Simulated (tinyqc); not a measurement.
# Mass from the capacitance plateau

Inverse problem. Once one two-dimensional band is degenerate, Cq = q gv md m0 q/(pi hbar^2) and 1/C_G = 1/Cox + 1/Cq (no traps). Find Cq, md and the oxide-equivalent thickness 3.9 eps0/Cq that it adds.

Values chosen for this exercise: valley degeneracy gv = 1.

Constants: q = 1.602176634e-19 C, hbar = 1.054571817e-34 J s, m0 = 9.1093837015e-31 kg, eps0 = 8.8541878128e-14 F/cm where lengths are in cm. Results are converted to the units shown.

C_G on the plateau = 0.27556720 uF/cm^2
Cox = 0.31392120 uF/cm^2

Solution. Removing Cox from the series leaves Cq, which is proportional to gv md.

Cq = 2.255 uF/cm^2
md = 0.03370 m0
added thickness = 1.531 nm

Numbers from tinyqc (`OMP_NUM_THREADS=1 python tinyqc.py 2200137 2200138 out.jsonl`; about 0.01 s on one thread of a shared Intel Xeon 2.30GHz).
